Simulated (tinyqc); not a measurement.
# Potential-pH (Pourbaix) lines of a metal, its cation, its oxide and an oxyanion, with a complexing ligand, step by step

A worked calculation. Computed by tinyqc, a small Python program that keeps every step. Command: `OMP_NUM_THREADS=1 python tinyqc.py 3016880 3016881 out.jsonl pourb walk`. One thread of a shared host (Intel(R) Xeon(R) Processor @ 2.30GHz), about 0.02 s of CPU time with the checks. Intermediate numbers are printed to about 7 digits and carried at full precision; extremes and crossings named in words are read from the listed rows.

Potentials are against the standard hydrogen electrode; solids and water have unit activity; dG_f of M, H+ and the electron is zero; F = e N_A and s = R T ln(10)/F. The cation carries z = 3.

Inputs (values chosen for the exercise, for a model metal):
```
quantity                                      value      unit
dG_f of the cation                           -142.7    kJ/mol
dG_f of the oxide                           -1001.4    kJ/mol
dG_f of the oxyanion                         -541.4    kJ/mol
dG_f of water                               -237.14    kJ/mol
temperature T                                298.15         K
log10 of the dissolved activity a                -2         -
pH                                                6         -
potential E                                   -0.48         V
log10 of the stability constant beta of ML      7.7         -
pKa of HL                                       7.7         -
total ligand c_L                               0.13     mol/L
limiting current density i_L                0.00043    A/cm^2
molar volume V_m                               11.8  cm^3/mol
```

Species: M, M3+, M2O3, MO2(-).

exchange current densities, metal and cathodic (A/cm^2): 8.3e-05  3.7e-10

Tafel slopes, anodic and cathodic (mV/decade): 90  130

Constants: R = 8.314462618 J/(mol K); e = 1.602176634e-19 C; N_A = 6.02214076e+23 1/mol.

## Standard potentials

M3+ + 3e = M; (1/2) M2O3 + 3H+ + 3e = M + (3/2) H2O; MO2(-) + 4H+ + 3e = M + 2H2O. For each, E0 = -dG/(z F), and E = E0 + (s/z) log10 a - (s n_H/z) pH, with no activity term for the oxide.

s = 0.05915935 V

E0 (V): cation -0.4929938, oxide -0.5009052, oxyanion -0.2318833

The metal is less noble than hydrogen.

## Vertical lines

Two oxidised species coexist where their lines against the metal cross: pH1 (cation/oxide) = [E0(oxide) - E0(cation)]/s - (log10 a)/z; pH2 (oxide/oxyanion) = {[E0(oxyanion) - E0(oxide)]/s + (log10 a)/z}/(4/z - 1).

pH1 = 0.5329365

pH2 = 11.64223

width of the oxide field, pH2 - pH1 = 11.10930

The oxide is stable from pH 0.53 to 11.64; each decade less of dissolved metal narrows this field by 1.33 pH units.

## The stable species at (pH, E)

The metal is stable below the lowest of the three lines; above it, the species of the lowest line is stable. Water lines at 1 bar: hydrogen E = -s pH, oxygen E = -dG_f(water)/(2F) - s pH.

lines at this pH (V): cation -0.5324333, oxide -0.8558613, oxyanion -0.7445976

upper limit of immunity = -0.8558613 V

hydrogen line = -0.3549561 V

oxygen line = 0.8739354 V

E above the limit of immunity = 0.3758613 V

Stable here: the oxide (passivity, if the film is dense). The point lies outside the stability range of water. Water itself can oxidise the metal at this pH. Caution: other oxidation states, hydroxides and hydrides are left out, and the lines say nothing of rates.

## A complexing ligand

The free ligand is c_L/(1 + 10^(pKa - pH)) (ligand in excess); dissolved metal is a in all, so the free cation is a/alpha, alpha = 1 + beta [L]; the cation line drops by (s/z) log10 alpha.

free ligand = 0.002543100 mol/L

log10 alpha = 5.105367

cation line with ligand = -0.6331101 V

that line less the oxide line = 0.2227512 V

The oxide still lies below the complexed cation at this pH.

## Mixed potential with oxygen reduction

Anodic i = i0a 10^((E - E_a)/b_a) with E_a the cation line with ligand; cathodic i = i0c 10^((E_c - E)/b_c) with E_c the oxygen line; supply caps the cathodic current, 1/i_c = 1/i(Tafel) + 1/i_L. E_corr makes the two currents equal. Without the cap it would be [b_c E_a + b_a E_c + b_a b_c log10(i0c/i0a)]/(b_a + b_c). Rate = i V_m/(z F). Films are left out.

E_corr without the cap = -0.3011608 V

corrosion potential E_corr = -0.5688153 V

corrosion current density = 4.299960e-04 A/cm^2

i/i_L = 0.9999907

etch rate = 10.51756 nm/min

The current sits at the supply limit: stirring or more oxidant, not the ligand, sets the rate. Caution: at this pH the oxide, not the cation, is the stable product, and a film would cut the rate. Caution: E_corr lies below the hydrogen line, so hydrogen evolution, left out here, adds cathodic current.

## The diagram with and without ligand

The formulas are those given above.

Lines against the metal (V); the species with the lowest line is stable above it:
```
pH      cation      oxide   oxyanion  stable above  cation with ligand  stable above, ligand
0   -0.5324333  -0.500905  -0.271323        cation          -0.5334800             dissolved
2   -0.5324333  -0.619224  -0.429081         oxide          -0.5550347                 oxide
4   -0.5324333  -0.737543  -0.586839         oxide          -0.5938445                 oxide
5   -0.5324333  -0.796702  -0.665718         oxide          -0.6135430                 oxide
6   -0.5324333  -0.855861  -0.744598         oxide          -0.6331101                 oxide
7   -0.5324333  -0.915021  -0.823477         oxide          -0.6514409                 oxide
8   -0.5324333  -0.974180  -0.902356         oxide          -0.6633236                 oxide
9   -0.5324333  -1.033339  -0.981235         oxide          -0.6663840                 oxide
10  -0.5324333  -1.092499  -1.060114         oxide          -0.6667600                 oxide
12  -0.5324333  -1.210817  -1.217872      oxyanion          -0.6668024              oxyanion
14  -0.5324333  -1.329136  -1.375631      oxyanion          -0.6668028              oxyanion
```

Without ligand the oxide holds 8 of the eleven rows (pH 2 to 10), with it 8 (pH 2, 4, 5, 6, 7, 8, 9, 10). The ligand acts once beta [L] exceeds 1, from pH = pKa - log10(beta c_L) = 0.9 on; its line then falls by at most s/z per pH unit and flattens beyond pKa, 0.134 V below the free cation at most. The oxide line falls faster, by s per pH unit.

Checks made by the program: the lines cross at pH1 and pH2 (relative difference below 1e-10).
